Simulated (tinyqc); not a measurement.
# MOS capacitor on an n-type substrate, surface potential from the exact charge relation: effect of the insulator thickness on threshold and swing

Uniform n-type substrate, Boltzmann statistics, full ionisation, classical densities. psi is the surface potential against the body (positive when the bands bend down) and u = -psi/Vt. Traps are spread evenly over the gap and neutral at flat band, so their charge is -q Dit psi; the minority quasi-Fermi level is shifted by Vb.

ni = sqrt(Nc Nv) exp(-Eg/(2 Vt)), Eg in volts; phiF = Vt ln(N/ni); Cox = eps0 eox/tox; Vfb = phiM - chi - Vt ln(Nc/N) - q Nf/Cox; VT = Vfb - [(2 phiF + Vb)(1 + q Dit/Cox) + sqrt(2 eps0 eps_r q N (2 phiF + Vb))/Cox]. gamma = sqrt(2 eps0 eps_r q N)/Cox; Wm = sqrt(2 eps0 eps_r (2 phiF + Vb)/(q N)); m = 1 + (eps0 eps_r/Wm + q Dit)/Cox; swing m Vt ln 10; Cmin/Cox = 1/(1 + Cox Wm/(eps0 eps_r)).

Inputs (values chosen for the exercise); band and dielectric values close to those of silicon:
- T = 325 K (temperature)
- Eg = 1.1 eV (band gap)
- eps_r = 11.9 (relative permittivity)
- Nc = 3.22e19 cm^-3 (conduction-band density of states at T)
- Nv = 2.97e19 cm^-3 (valence-band density of states at T)
- chi = 4.02 eV (electron affinity)
- N = 3.1e15 cm^-3 (donor density of the substrate)
- eox = 3.9 (relative permittivity of the gate insulator (close to silicon dioxide))
- phiM = 4.04 eV (gate work function)
- Nf = 0 cm^-2 (fixed charge at the interface, in units of q)
- Dit = 0 cm^-2 eV^-1 (density of interface traps)
- Vb = 0 V (reverse bias of the inversion layer against the body)

Constants: q = 1.602176634e-19 C, kB = 1.380649e-23 J/K, Vt = kB T/q, eps0 = 8.8541878128e-14 F/cm where lengths are in cm. Results are converted to the units shown.

The same in every row: Vfb (V) = -0.2390; 2 phiF (V) = 0.5842; Wm (nm) = 497.9.

Effect of the insulator thickness on threshold and swing:
```
tox (nm)  gamma (V^0.5)   VT (V)      m  swing (mV/decade)  Cmin/Cox
2.8             0.02623  -0.8433  1.017              65.59   0.01687
4.1             0.03841  -0.8526  1.025              66.11   0.02451
6.1             0.05715  -0.8669  1.037              66.90   0.03604
9               0.08432  -0.8877  1.055              68.04   0.05227
13               0.1218  -0.9163  1.080              69.62   0.07379
20               0.1874  -0.9665  1.123              72.39    0.1092
30               0.2811   -1.038  1.184              76.34    0.1553
44               0.4122   -1.138  1.270              81.88    0.2124
```

As tox goes from 2.8 to 44, VT falls from -0.843 to -1.14 V, the swing rises from 65.6 to 81.9 mV/decade and Cmin/Cox rises from 0.0169 to 0.212. Vfb does not move. m - 1 goes as tox^(1.00), that is as 1/Cox.

Computed by the program tinyqc: `OMP_NUM_THREADS=1 python tinyqc.py 2060057 2060058 out.jsonl`, one thread of a shared Intel Xeon 2.30GHz, about 0.01 s for the whole run.
